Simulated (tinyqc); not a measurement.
Inside a calculation. Model: CMOS latch-up, two-transistor model.

Program tinyqc, `OMP_NUM_THREADS=1 python tinyqc.py 2670132 2670133 out.jsonl`; Intel Xeon 2.30GHz, shared host, one thread, about 0.07 s. Printed values are rounded.

A parasitic pnp (emitter at Vdd, base shunted by Rw) and npn (emitter at ground, base shunted by Rs) feed each other: the npn collector current flows out of the pnp base node, the pnp collector current into the npn base node. Forward-active transistors with constant gains: Icn = Isn exp(Vn/Vt), Icp = Isp (exp(Vp/Vt) - 1). A current Ii is injected into the npn base node.

Values chosen for this exercise; values close to those of bulk CMOS:
- T = 300 K (temperature)
- bn = 18.5 (current gain of the npn)
- bp = 1 (current gain of the pnp)
- Isn = 3.2e-16 A (saturation current of the npn at T)
- Isp = 2.1e-16 A (saturation current of the pnp at T)
- Rs = 100 ohm (substrate resistance shunting the npn)
- Rw = 1000 ohm (well resistance shunting the pnp)
- R2 = 450 ohm (resistance from the pnp collector to the npn base)
- Von = 0.8 V (base-emitter voltage in the on state)
- Vsat = 0.1 V (saturation voltage)
- Vdd = 1.8 V (supply voltage)
- Ii = 6.15 mA (current injected into the substrate)

Constants: q = 1.602176634e-19 C, kB = 1.380649e-23 J/K, Vt = kB T/q. Results are converted to the units shown.

## Holding current and voltage

On state with both base-emitter voltages at Von: npn base current Ib = (Von/Rs + bp Von/Rw)/(bn bp - 1), holding current Ih = (bn + 1) Ib + Von/Rs, holding voltage Vh = Vsat + Von + R2 (Ib + Von/Rs).

bn bp = 18.5
Ib = 0.502857 mA
Ih = 17.8057 mA
Vh = 4.72629 V

Vh is above Vdd = 1.8 V, so the supply cannot sustain a latched state.

## The off branch

| point | Vn (V) |
|---|---|
| 0 | 0.534 |
| 1 | 0.614 |
| 2 | 0.664 |
| 3 | 0.694 |
| 4 | 0.714 |
| 5 | 0.734 |
| 6 | 0.749 |
| 7 | 0.764 |

Node equations: Vp/Rw + Icp/bp = Icn and Vn/Rs + Icn/bn = Icp + Ii. Loop gain G = gn gp/[(1/Rw + gp/bp)(1/Rs + gn/bn)], gn = Icn/Vt, gp = (Icp + Isp)/Vt; the off state ends where G = 1, and Ii there is the trigger current. For each Vn: Icn, then Vp from the first equation, then Ii from the second.

| point | Icn (mA) | Vp (V) | Icp (mA) | Ii (mA) | G |
|---|---|---|---|---|---|
| 0 | 2.9920e-4 | 2.9920e-4 | 2.4445e-15 | 5.3400 | 9.5101e-15 |
| 1 | 0.0066054 | 0.0066054 | 6.1134e-14 | 6.1404 | 2.6760e-13 |
| 2 | 0.045694 | 0.045694 | 1.0198e-12 | 6.6425 | 8.3289e-12 |
| 3 | 0.14583 | 0.14583 | 5.8946e-11 | 6.9479 | 1.2526e-9 |
| 4 | 0.31610 | 0.31610 | 4.2898e-8 | 7.1571 | 1.9031e-6 |
| 5 | 0.68518 | 0.65975 | 0.025437 | 7.3516 | 1.1498 |
| 6 | 1.2240 | 0.73611 | 0.48793 | 7.0682 | 3.5803 |
| 7 | 2.1867 | 0.76378 | 1.4229 | 6.3353 | 5.7010 |

Ii peaks at 7.352 mA, at Vn = 0.7336 V where G = 1; beyond it the loop feeds itself.

## Iteration 1: response to the injected current, once round the loop per iteration

Vn at the start = 0.58 V

Icn = Isn exp(Vn/Vt); Vp solves Vp/Rw + Icp/bp = Icn; Vn(new) solves Vn/Rs + (Isn/bn) exp(Vn/Vt) = Icp + Ii.

Icn = 0.00177305 mA
Vp = 0.00177305 V
Icp = 1.49082e-14 mA
Vn after iteration 1 = 0.614963 V

## Course of the iteration: response to the injected current, once round the loop per iteration

Stop when Vn changes by less than 1e-9 V, or after 150 iterations. Vn must stay below 1.1 V.

Course of the iteration:

| iteration | Vn (V) | \|change\| (V) |
|---|---|---|
| 1 | 0.614963 | 0.0350 |
| 2 | 0.614963 | 4.88e-15 |

Converged in 2 iterations. An off state exists, since Ii is below the trigger current, the largest Ii that the node equations allow, 7.352 mA.
